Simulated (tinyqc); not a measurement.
## Delay unit and parasitic delay from two ring oscillators

Inverse problem. A ring of 21 inverters oscillates at 1/(2 x 21 d), with stage delay d = tau (h + p) for fan-out h. Find tau, p and the delay at fan-out 4.

frequencies of 21-stage ring oscillators with fan-out 1 and 5 (GHz): 1.3555635  0.49351994

Answer. d is a straight line in h with slope tau and intercept tau p.

tau = 7.670 ps
p = 1.290
delay at fan-out 4 = 40.57 ps

Numbers from tinyqc (`OMP_NUM_THREADS=1 python tinyqc.py 2082025 2082026 out.jsonl`; about 0.01 s on one thread of a shared Intel Xeon 2.30GHz).
